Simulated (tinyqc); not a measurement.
From results back to parameters: ellipsoidal valleys in the axes of a wafer and a channel. Four cases, with inputs chosen for the exercise.

Problem. A valley whose axis makes az^2 = 0.333333 with the surface normal has 1/mz = az^2/ml + (1 - az^2)/mt and mz md^2 = ml mt^2. Its confinement and density-of-states masses are given, and ml > mt.

Find: ml mt^2; mt; ml.

Method. Put ml = (mz md^2)/mt^2 into the first relation and solve for mt below (mz md^2)^(1/3), the value at which ml = mt; a scan of that range finds one root.

Case 1.

mz, md (m0): 0.1118405  0.3188061

Solution.

ml mt^2 = 0.011367
mt = 0.076 m0
ml = 1.968 m0

Case 2.

mz, md (m0): 0.1199584  0.3010603

Solution.

ml mt^2 = 0.010873
mt = 0.082 m0
ml = 1.617 m0

Case 3.

mz, md (m0): 0.2627791  0.3667710

Solution.

ml mt^2 = 0.035349
mt = 0.193 m0
ml = 0.949 m0

Case 4.

mz, md (m0): 0.2501974  0.3550873

Solution.

ml mt^2 = 0.031547
mt = 0.183 m0
ml = 0.942 m0

Computed by tinyqc, one run a case: `OMP_NUM_THREADS=1 python tinyqc.py N N+1 out.jsonl` with N = 1850465, 1850503, 1850520, 1850605; one thread of a shared Intel(R) Xeon(R) Processor @ 2.30GHz, about 0.01 s a run at most.
